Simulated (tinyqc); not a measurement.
Round or elliptic silicon nanowire with anisotropic valleys (Ritz method), step by step. Values are carried at full precision from step to step, so a last printed digit may differ when a step is redone from the rounded ones.

Wire along x = [110] on a (001) wafer, y = [-110], z = [001]. Valley groups (w = inverse masses): A, two valleys along z: w_y = 1/mt, w_z = 1/ml, m_x = mt; B, four valleys in the wafer plane: w_y = (1/ml + 1/mt)/2, w_z = 1/mt, m_x = (ml + mt)/2.

Constants: hbar^2/2m0 = 3.80998211 eV angstrom^2; kB = 8.617333262e-05 eV/K.

Parameters, chosen for this exercise (near those of a Si nanowire; the results hold for these values, not for the real material): ml = 0.919 m0 (longitudinal mass); mt = 0.192 m0 (transverse mass); a = 39 angstrom (semi-axis along y); b = 39 angstrom (semi-axis along z); group = B (valley group worked out); T = 350 K (temperature).

## Stretching the ellipse

Scaling y by 1/sqrt(w_y) and z by 1/sqrt(w_z) makes the mass 1 and the semi-axes A = a/sqrt(w_y), B = b/sqrt(w_z). List them with the one-function estimate 3c (1/A^2 + 1/B^2) and the slender limit c (pi/2s)^2 (1 + 2s/(pi l)), s and l the smaller and larger of A, B; c = hbar^2/2m0.

Groups:
```
group  g      A      B  axis ratio  one function (eV)  slender limit (eV)
A      2  17.09  37.39       2.188             0.0473              0.0416
B      4  21.98  17.09       1.286             0.0628              0.0481
```

The one-function value suits axis ratios near 1 and the slender limit ratios well above 2.

## Matrices of three even functions

Hard wall on the ellipse (y/a)^2 + (z/b)^2 = 1, c = hbar^2/2m0. With u = y/a, v = z/b the operator is -c [(w_y/a^2) d2/du2 + (w_z/b^2) d2/dv2] on the unit disc. Basis (1 - u^2 - v^2) u^i v^j; S, X and Y are the disc integrals of f f', (df/du)(df'/du) and (df/dv)(df'/dv), from the integral of u^p v^q = 2 Gamma((p+1)/2) Gamma((q+1)/2)/((p + q + 2) Gamma((p+q+2)/2)) for even p, q; H = c (w_y X/a^2 + w_z Y/b^2).

Basis 1, u^2, v^2 times (1 - u^2 - v^2); form S and H for the chosen group.

S, lower triangle:
```
            1       u^2       v^2
1    1.047198
u^2  0.130900  0.039270
v^2  0.130900  0.013090  0.039270
```

H (meV), lower triangle:
```
           1     u^2      v^2
1    65.7615
u^2  10.9602  8.2392
v^2  10.9602  1.3700  10.9412
```

## Lowest level in this basis

Solve H p = E S p for the wire level; give E, the ratios p2/p1 and p3/p1, and H11/S11.

E = 60.4 meV

ratios: -0.49  -0.32

one function = 62.8 meV

The two added functions lower the level by 2.4 meV (3.8 %), mostly by narrowing the state along u, the direction in which the stretched ellipse is long.

## Subbands

Converged values use 21 functions of each parity class (e or o in u, then in v).

The nine lowest levels of all groups and parity classes.

Subbands:
```
group, parity  g  m_x (m0)  E (eV)
A ee           2    0.1920  0.0448
B ee           4    0.5555  0.0604
A eo           2    0.1920  0.0756
A ee           2    0.1920  0.1175
B oe           4    0.5555  0.1344
A oe           2    0.1920  0.1506
A eo           2    0.1920  0.1713
B eo           4    0.5555  0.1722
A oo           2    0.1920  0.1992
```

At 350 K and without degeneracy the populations go as g sqrt(m_x) exp(-E/kB T): among these nine the lowest level holds 27 % and the light transport mass mt 40 % of the electrons.

## Checks

- Circle of radius a with both masses mt against c (2.404826/R)^2/m, eV: both 0.0755.

Run: tinyqc, `OMP_NUM_THREADS=1 python tinyqc.py 1250852 1250853 out.jsonl`; Intel(R) Xeon(R) Processor @ 2.30GHz, one thread, shared host; about 0.05 s of CPU time with all checks.
